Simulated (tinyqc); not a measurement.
WKB tunnelling through a gate dielectric with a two-band (Franz) dispersion: one step. The integrals in closed form. Four cases, with inputs chosen for the exercise.

Task: Parabolic: (2/3) sqrt(m/c) (t/V) (phi^(3/2) - u_e^(3/2)). Franz: sqrt(m/c) Eg^(3/2) (t/V) (f(phi/Eg) - f(u_e/Eg)) with f(y) = ((2y - 1) sqrt(y (1 - y)) + arcsin(sqrt y))/4. u_e = max(phi - V, 0). T = exp(-2 I).

At depth x the conduction edge lies u(x) = phi - V x/t above the electron. Parabolic: kappa = sqrt(m u/c). Franz: kappa = sqrt(m u (1 - u/Eg)/c), which vanishes at both band edges. c = hbar^2/2m0. T = exp(-2 integral of kappa dx) over the region u > 0; no image force, no prefactor, zero transverse momentum. The region ends at x_e = min(t, phi t/V); x_e < t is the Fowler-Nordheim regime.

Constants: hbar^2/2m0 = 3.80998211 eV angstrom^2.

Give: integral of kappa dx; T.

Case 1.

Values chosen (of the size used for HfO2 on silicon; not measured data): Eg = 5.52 eV (gap of the dielectric); phi = 1.39 eV (barrier above the electron energy at the emitter); m = 0.17 m0 (mass at the conduction edge); t = 51 angstrom (thickness); V = 4.3 V (voltage across the layer).

Result:

integral of kappa dx: parabolic 2.7371, Franz 2.5200

T: parabolic 0.00419, Franz 0.00647

The two-band dispersion raises T by a factor 1.54.

Case 2.

Values chosen (of the size used for SiO2 on silicon; not measured data): Eg = 8.64 eV (gap of the dielectric); phi = 3.16 eV (barrier above the electron energy at the emitter); m = 0.5 m0 (mass at the conduction edge); t = 33 angstrom (thickness); V = 2.3 V (voltage across the layer).

Result:

integral of kappa dx: parabolic 16.7012, Franz 14.4855

T: parabolic 3.12e-15, Franz 2.62e-13

The two-band dispersion raises T by a factor 84.1.

Case 3.

Values chosen (of the size used for hBN on silicon; not measured data): Eg = 5.82 eV (gap of the dielectric); phi = 1.98 eV (barrier above the electron energy at the emitter); m = 0.5 m0 (mass at the conduction edge); t = 13 angstrom (thickness); V = 2.3 V (voltage across the layer).

Result:

integral of kappa dx: parabolic 3.8032, Franz 3.3876

T: parabolic 0.000497, Franz 0.00114

The two-band dispersion raises T by a factor 2.3.

Case 4.

Values chosen (of the size used for HfO2 on silicon; not measured data): Eg = 5.52 eV (gap of the dielectric); phi = 1.47 eV (barrier above the electron energy at the emitter); m = 0.22 m0 (mass at the conduction edge); t = 36 angstrom (thickness); V = 1.3 V (voltage across the layer).

Result:

integral of kappa dx: parabolic 7.5957, Franz 6.9333

T: parabolic 2.53e-07, Franz 9.50e-07

The two-band dispersion raises T by a factor 3.76.

Computed by tinyqc, one run a case: `OMP_NUM_THREADS=1 python tinyqc.py N N+1 out.jsonl` with N = 1480617, 1480648, 1480704, 1480962; one thread of a shared Intel(R) Xeon(R) Processor @ 2.30GHz, about 0.01 s a run at most.
